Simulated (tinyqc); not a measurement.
Empirical pseudopotential in a few plane waves, step by step. Computed by tinyqc, a small Python program that keeps every step. Settings: plane-wave index or count = 15. Command: `OMP_NUM_THREADS=1 python tinyqc.py 25729 25730 out.jsonl` (the two numbers bound the seeds that draw the settings). One thread of a shared host (Intel(R) Xeon(R) Processor @ 2.60GHz), about 0.2 s of CPU time with the checks.

## Bloch Hamiltonian at G

Parameters chosen for this model: fcc lattice, atoms at +/- a/8 (1,1,1); form factors in rydberg at |G|^2 in units of (2 pi/a)^2:
```
parameter                 value      unit
a                      6.320000  angstrom
VS(3)                 -0.231000        Ry
VS(8)                  0.042000        Ry
VS(11)                 0.038000        Ry
VA(3)                  0.114000        Ry
VA(4)                  0.076000        Ry
VA(11)                 0.012000        Ry
hbar^2/2m (2 pi/a)^2   3.765724        eV
```

k point G (2 pi / a): [0, 0, 0]

Basis: the 15 shortest G (labels in 2 pi/a), the same at every k. H(G,G') = c |k + G|^2 delta + VS(|G-G'|^2) cos((G-G').tau) + i VA sin((G-G').tau), tau = a/8 (1,1,1); 1 Ry = 13.605693 eV.

H(k) at G (eV), order +0+0+0, -1-1-1, -1-1+1, -1+1-1, -1+1+1, +1-1-1, +1-1+1, +1+1-1, +1+1+1, -2+0+0, +0-2+0, +0+0-2, +0+0+2, +0+2+0, +2+0+0:
```
[[0.000000, 2.222377+1.096757i, -2.222377+1.096757i, -2.222377+1.096757i, -2.222377-1.096757i, -2.222377+1.096757i, -2.222377-1.096757i, -2.222377-1.096757i, 2.222377-1.096757i, 0.000000+1.034033i, 0.000000+1.034033i, 0.000000+1.034033i, 0.000000-1.034033i, 0.000000-1.034033i, 0.000000-1.034033i],
 [2.222377-1.096757i, 11.297172, 0.000000-1.034033i, 0.000000-1.034033i, -0.571439, 0.000000-1.034033i, -0.571439, -0.571439, 0.000000, -2.222377-1.096757i, -2.222377-1.096757i, -2.222377-1.096757i, -0.365586+0.115448i, -0.365586+0.115448i, -0.365586+0.115448i],
 [-2.222377-1.096757i, 0.000000+1.034033i, 11.297172, 0.571439, 0.000000-1.034033i, 0.571439, 0.000000-1.034033i, 0.000000, -0.571439, -2.222377+1.096757i, -2.222377+1.096757i, 0.365586+0.115448i, 2.222377-1.096757i, -0.365586-0.115448i, -0.365586-0.115448i],
 [-2.222377-1.096757i, 0.000000+1.034033i, 0.571439, 11.297172, 0.000000-1.034033i, 0.571439, 0.000000, 0.000000-1.034033i, -0.571439, -2.222377+1.096757i, 0.365586+0.115448i, -2.222377+1.096757i, -0.365586-0.115448i, 2.222377-1.096757i, -0.365586-0.115448i],
 [-2.222377+1.096757i, -0.571439, 0.000000+1.034033i, 0.000000+1.034033i, 11.297172, 0.000000, 0.571439, 0.571439, 0.000000-1.034033i, 2.222377+1.096757i, -0.365586+0.115448i, -0.365586+0.115448i, -2.222377-1.096757i, -2.222377-1.096757i, 0.365586-0.115448i],
 [-2.222377-1.096757i, 0.000000+1.034033i, 0.571439, 0.571439, 0.000000, 11.297172, 0.000000-1.034033i, 0.000000-1.034033i, -0.571439, 0.365586+0.115448i, -2.222377+1.096757i, -2.222377+1.096757i, -0.365586-0.115448i, -0.365586-0.115448i, 2.222377-1.096757i],
 [-2.222377+1.096757i, -0.571439, 0.000000+1.034033i, 0.000000, 0.571439, 0.000000+1.034033i, 11.297172, 0.571439, 0.000000-1.034033i, -0.365586+0.115448i, 2.222377+1.096757i, -0.365586+0.115448i, -2.222377-1.096757i, 0.365586-0.115448i, -2.222377-1.096757i],
 [-2.222377+1.096757i, -0.571439, 0.000000, 0.000000+1.034033i, 0.571439, 0.000000+1.034033i, 0.571439, 11.297172, 0.000000-1.034033i, -0.365586+0.115448i, -0.365586+0.115448i, 2.222377+1.096757i, 0.365586-0.115448i, -2.222377-1.096757i, -2.222377-1.096757i],
 [2.222377+1.096757i, 0.000000, -0.571439, -0.571439, 0.000000+1.034033i, -0.571439, 0.000000+1.034033i, 0.000000+1.034033i, 11.297172, -0.365586-0.115448i, -0.365586-0.115448i, -0.365586-0.115448i, -2.222377+1.096757i, -2.222377+1.096757i, -2.222377+1.096757i],
 [0.000000-1.034033i, -2.222377+1.096757i, -2.222377-1.096757i, -2.222377-1.096757i, 2.222377-1.096757i, 0.365586-0.115448i, -0.365586-0.115448i, -0.365586-0.115448i, -0.365586+0.115448i, 15.062897, 0.571439, 0.571439, -0.571439, -0.571439, 0.000000],
 [0.000000-1.034033i, -2.222377+1.096757i, -2.222377-1.096757i, 0.365586-0.115448i, -0.365586-0.115448i, -2.222377-1.096757i, 2.222377-1.096757i, -0.365586-0.115448i, -0.365586+0.115448i, 0.571439, 15.062897, 0.571439, -0.571439, 0.000000, -0.571439],
 [0.000000-1.034033i, -2.222377+1.096757i, 0.365586-0.115448i, -2.222377-1.096757i, -0.365586-0.115448i, -2.222377-1.096757i, -0.365586-0.115448i, 2.222377-1.096757i, -0.365586+0.115448i, 0.571439, 0.571439, 15.062897, 0.000000, -0.571439, -0.571439],
 [0.000000+1.034033i, -0.365586-0.115448i, 2.222377+1.096757i, -0.365586+0.115448i, -2.222377+1.096757i, -0.365586+0.115448i, -2.222377+1.096757i, 0.365586+0.115448i, -2.222377-1.096757i, -0.571439, -0.571439, 0.000000, 15.062897, 0.571439, 0.571439],
 [0.000000+1.034033i, -0.365586-0.115448i, -0.365586+0.115448i, 2.222377+1.096757i, -2.222377+1.096757i, -0.365586+0.115448i, 0.365586+0.115448i, -2.222377+1.096757i, -2.222377-1.096757i, -0.571439, 0.000000, -0.571439, 0.571439, 15.062897, 0.571439],
 [0.000000+1.034033i, -0.365586-0.115448i, -0.365586+0.115448i, -0.365586+0.115448i, 0.365586+0.115448i, 2.222377+1.096757i, -2.222377+1.096757i, -2.222377+1.096757i, -2.222377-1.096757i, 0.000000, -0.571439, -0.571439, 0.571439, 0.571439, 15.062897]]
```

## Levels at G

Diagonalise the Hermitian matrix.

eigenvalues (eV): [-4.975949, 6.388410, 6.388410, 6.388410, 9.406122, 11.471470, 11.471470, 11.471470, 13.920018, 13.920018, 16.600497, 18.654483, 18.654483, 18.654483, 22.340962]

## Bands along a path

The same steps at evenly spaced points between the labelled ones.

Bands along the path (eV), lowest eight:
```
k            band 1    band 2    band 3    band 4     band 5     band 6     band 7     band 8
L         -3.797843  3.006254  6.186292  6.186292   9.999220  11.898784  11.898784  16.427609
L-G 0.20  -4.120427  3.352492  6.105361  6.105361   9.947975  11.848935  11.848935  15.493418
L-G 0.40  -4.451569  4.033907  6.133136  6.133136  10.034596  11.910742  11.910742  13.775329
L-G 0.60  -4.729997  4.939066  6.231471  6.231471  10.118750  11.865797  11.865797  12.320866
L-G 0.80  -4.912630  5.886006  6.340303  6.340303   9.807933  11.567040  11.613121  11.613121
G         -4.975949  6.388410  6.388410  6.388410   9.406122  11.471470  11.471470  11.471470
G-X 0.20  -4.891494  5.886082  6.238063  6.238063  10.007020  11.225345  11.830109  11.830109
G-X 0.40  -4.647595  4.957191  5.914161  5.914161  10.703446  10.964593  12.773930  12.773930
G-X 0.60  -4.275238  4.060074  5.618316  5.618316  10.299142  10.808806  14.008787  14.091829
G-X 0.80  -3.834041  3.355747  5.474990  5.474990  10.104578  10.336411  15.658071  15.658071
X         -3.416432  2.972904  5.546644  5.546644  10.036573  10.323456  17.426785  17.426785
```

With 4 band(s) filled, the highest filled level on these points lies at G and the lowest empty one at G: a gap of 3.0177 eV, direct. This holds for the small fixed basis; with all plane waves up to |k + G|^2 = 21 (2 pi/a)^2 the gap along the path is 2.81 eV.

## Convergence with the number of plane waves

Levels at G counted from the fourth one.

Levels (eV):
```
plane waves     level 1   level 5   level 8
9            -13.227202  2.068065  3.248864
15           -11.364359  3.017712  5.083060
27           -10.353879  2.839296  5.353819
51           -10.019713  2.744661  5.468286
59            -9.970696  2.801273  5.237291
65            -9.965111  2.799752  5.219636
89            -9.959462  2.803516  5.223812
```
